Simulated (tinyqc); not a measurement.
Worked calculation: deep level with several charge states, and Shockley-Read-Hall recombination. Values are carried at full precision from step to step, so a last printed digit may differ when a step is redone from the rounded ones.

Energies from Ev. The defect has charge states +1, 0, -1 with weights 1, gm exp((EF - E1)/kT), exp((2 EF - E1 - E2)/kT); the shares are the weights over their sum. Boltzmann carriers: n = Nc exp((EF - Eg)/kT), p = Nv exp(-EF/kT). Neutrality: p - n + Nd + Nt <q> = 0.

Constants: kB = 8.617333262e-05 eV/K.

Values chosen for the exercise (gap and densities of states near those of Si at this temperature; the results hold for these values, not for the real material): Eg = 1.133 eV (gap); Nc = 2.11e+19 1/cm^3 (conduction-band density of states); Nv = 8.35e+18 1/cm^3 (valence-band density of states); T = 250 K; E1 = 0.448 eV (level (+1/0) above Ev); E2 = 0.883 eV (level (0/-1) above Ev); gm = 2 (degeneracy of the middle state, the others 1); Nt = 1.4e+16 1/cm^3 (defects); Nd = -7.8e+15 1/cm^3 (ionised shallow donors minus acceptors); E_try = 0.404 eV (trial Fermi level); Et = 0.883 eV (recombination level above Ev); sn = 1.2e-15 cm^2 (electron capture cross-section); sp_ = 2.3e-14 cm^2 (hole capture cross-section); vth = 17000000 cm/s (thermal velocity, both carriers); Nm = 1.4e+17 1/cm^3 (equilibrium holes for the lifetime steps); dn = 4.8e+12 1/cm^3 (excess pairs).

## Charge states at a trial Fermi level

Form the exponents, the shares, the mean charge and the residual of neutrality at EF = E_try.

exponents of the second and third weights: [-2.042, -24.277]

shares: +1 0.7940, 0 0.2060, -1 0.0000

<q> = 0.7940

n, p (1/cm^3): [4.25e+04, 5.99e+10]

residual = 3.32e+15 1/cm^3

The residual is positive, so EF must rise.

## The neutral state

Solve for EF.

EF = 0.4281 eV

shares at EF: +1 0.557, 0 0.443, -1 0.000

n = 1.30e+05 1/cm^3
p = 1.95e+10 1/cm^3

Without the defects the majority density would be 7.80e+15 1/cm^3; with them the density of these carriers is 1.95e+10, so the defects have removed nearly all of those carriers. Most defects are in the state +1.

## Recombination through one level

One level at Et with degeneracy 1: tn = 1/(sn vth Nt), tp = 1/(sp_ vth Nt), n1 = Nc exp((Et - Eg)/kT), p1 = Nv exp(-Et/kT), ni^2 = n1 p1. Equilibrium p0 = Nm, n0 = ni^2/Nm; n = n0 + dn, p = p0 + dn. U = (n p - ni^2)/(tp (n + n1) + tn (p + p1)), lifetime dn/U; emission rates en = sn vth n1, ep = sp_ vth p1.

Evaluate each quantity.

tn, tp (microsecond): [0.003501, 0.0001827]

n1, p1 (1/cm^3): [1.93e+14, 13.2]

U = 1.37e+21 1/(cm^3 s)
lifetime = 0.00350 microsecond

The lifetime is 1.000 times the minority capture time tn and 0.95 times tn + tp, the limit of high injection.

## Emission and generation in a depleted region

With n = p = 0 the level generates pairs at G = Nt en ep/(en + ep); generation lifetime tg = ni/G; current density e G W for a width W = 1 micrometre, e = 1.602176634e-19 C.

en, ep (1/s): [3.93e+06, 5.17e-06]

G = 7.24e+10 1/(cm^3 s)
tg = 697 microsecond
current density = 1.16e-12 A/cm^2

The slower step, hole emission, limits the rate: en/ep = 7.6e+11.

## Checks

- U against hole capture minus emission at the steady occupation of the level (1/(cm^3 s)): both 1.371e+21.

(tinyqc, `OMP_NUM_THREADS=1 python tinyqc.py 1681472 1681473 out.jsonl`, Intel(R) Xeon(R) Processor @ 2.30GHz, 1 thread, shared host, about 0.01 s.)
